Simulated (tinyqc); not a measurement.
Worked calculation: donor in an ellipsoidal valley (Kohn-Luttinger variational method). Computed by tinyqc, a small Python program that keeps every step. Command: `OMP_NUM_THREADS=1 python tinyqc.py 3016726 3016727 out.jsonl kohnlutt walk`. One thread of a shared host (Intel(R) Xeon(R) Processor @ 2.30GHz), about 0.04 s of CPU time with the checks. Intermediate numbers are printed to about 6 digits and carried at full precision; extremes and crossings named in words are read from the listed rows.

H = -(d^2/dx^2 + d^2/dy^2) - gamma d^2/dz^2 - 2/r in units built on m_t, with gamma = m_t/m_l and z along the valley axis. One valley; no valley-orbit or central-cell term.

Inputs (values chosen for the exercise, modelled on 3C-SiC):
```
quantity,value,unit
transverse mass m_t,0.254,m_0
longitudinal mass m_l,0.688,m_0
dielectric constant eps,9.91,-
trial ratio b/a,0.79,-
observed depth chosen for 1s,103,meV
```

Constants: Ry = 13.605693123 eV; a_0 = 0.529177210903 angstrom; h x 1 THz = 4.135667696 meV.

## Effective units

Ry* = Ry m_t/eps^2, a* = a_0 eps/m_t, gamma = m_t/m_l.

Ry* = 35.1890 meV

a* = 20.6462 angstrom

gamma = 0.369186

## Energy at a trial ratio

Trial function exp(-sqrt((x^2 + y^2)/a^2 + z^2/b^2)) with beta = b/a < 1: E = t/a^2 - u/a, t = (2 + gamma/beta^2)/3, u = 2 arcsin(sqrt(1 - beta^2))/sqrt(1 - beta^2); the best a is 2 t/u and E(beta) = -u^2/(4 t).

t = 0.863850

u = 2.15293

best a = 0.802489 a*

E(beta) = -1.34141 Ry*

## Minimum over the ratio

Golden-section search on beta from 0.05 to 0.999, 60 steps.

Search, first ten steps; c and d are the inner points:
```
step,low,high,c,E(c) (Ry*),d,E(d) (Ry*)
1,0.050000,0.999000,0.412486,-1.13783,0.636514,-1.34406
2,0.412486,0.999000,0.636514,-1.34406,0.774971,-1.34444
3,0.636514,0.999000,0.774971,-1.34444,0.860543,-1.32187
4,0.636514,0.860543,0.722086,-1.35103,0.774971,-1.34444
5,0.636514,0.774971,0.689400,-1.35133,0.722086,-1.35103
6,0.636514,0.722086,0.669200,-1.34978,0.689400,-1.35133
7,0.669200,0.722086,0.689400,-1.35133,0.701885,-1.35160
8,0.689400,0.722086,0.701885,-1.35160,0.709601,-1.35153
9,0.689400,0.709601,0.697116,-1.35155,0.701885,-1.35160
10,0.697116,0.709601,0.701885,-1.35160,0.704832,-1.35159
```

best beta = 0.702595

radius a of the 1s trial function = 16.9963 angstrom

radius b of the 1s trial function = 11.9415 angstrom

1s binding energy, trial function = 47.5615 meV

The envelope is flattened along the heavy axis; beta is close to gamma^(1/3) = 0.717.

## Levels from a Gaussian basis

Gaussian basis: g = P exp(-al (x^2 + y^2) - be z^2) with P = 1 (s-like), z (2p0) or x (2p+-); al = 0.004 x 2.6^k, k = 0..11, and be/al = 1, gamma^(-1/2) or 1/gamma (36 functions); 1/r = (2/sqrt(pi)) int exp(-t^2 r^2) dt by 48 Gauss-Legendre points after t = sqrt(al_i + al_j) tan(theta); overlap eigenvalues below 1e-10 are dropped.

1s binding energy, Gaussian basis = 47.5848 meV

2p0 binding energy = 15.3196 meV

2p+- binding energy = 10.4530 meV

The two-parameter trial function recovers 99.95 % of the 1s binding of the larger basis. 2p0, with its lobes along the heavy axis, is bound 1.47 times as strongly as 2p+-.

## Optical lines and the chemical shift

With an observed depth of 1s, the lines are 1s -> 2p0 = depth - E(2p0) and 1s -> 2p+- = depth - E(2p+-); the chemical shift is depth - E(1s, Gaussian basis); 1 meV = 1 THz/4.135667696.

line 1s -> 2p0 = 87.6804 meV

line 1s -> 2p+- = 92.5470 meV

chemical shift = 55.4152 meV

frequency of the line 1s -> 2p+- = 22.3778 THz

The spacing of the two lines, 4.867 meV, does not depend on the depth, so it is the same for every donor in this host.

## Which single mass stands for the valley

A hydrogenic level is Ry m/eps^2 for one mass m; errors are against the Gaussian basis.

1s binding energy:
```
rule,mass (m_0),binding (meV),error (%)
transverse mass,0.254000,35.1890,-26.050
conductivity mass 3/(2/m_t + 1/m_l),0.321629,44.5584,-6.360
density-of-states mass (m_t^2 m_l)^(1/3),0.354067,49.0522,3.084
longitudinal mass,0.688000,95.3151,100.306
trial function with a and b,-,47.5615,-0.049
mass that fits 1s,0.343475,47.5848,0.000
```

The conductivity mass, which is what a spherical trial function (a = b) gives, falls short by 6.4 %, as a restricted variational bound must; the density-of-states mass is off by +3.1 %. The mass that fits lies between the two.

## Levels against anisotropy

The trial energy is minimised over beta by golden section from 0.05 to 0.999, 60 steps.

Binding energies (Ry*):
```
gamma,"1s, trial","1s, Gaussians",2p0,2p+-
0.092,1.86945,1.87581,0.817186,0.350236
0.180,1.61933,1.62198,0.615398,0.326567
0.370,1.35079,1.35145,0.434860,0.296955
0.520,1.22700,1.22723,0.363312,0.281581
0.550,1.20691,1.20710,0.352363,0.278970
0.720,1.11193,1.11196,0.303046,0.266159
0.910,1.03165,1.03162,0.264448,0.254688
```

As gamma falls from 0.91 to 0.092, 1s deepens from 1.032 to 1.876 Ry*, on the way from the hydrogen value 1 to the two-dimensional limit 4; 2p+- moves from 0.255 to 0.350 (limits 1/4 and 4/9), while 2p0 climbs from 0.264 to 0.817 and joins 1s as gamma tends to 0. Near gamma = 1 the trial function is almost exact and can pass the Gaussian basis, whose own error is about 3e-5 Ry*.

Checks made by the program: the Gaussian basis at gamma = 1 against 1, 1/4 and 1/4 Ry* (relative difference 3e-05); trial function against Gaussian basis (relative difference 5e-04).
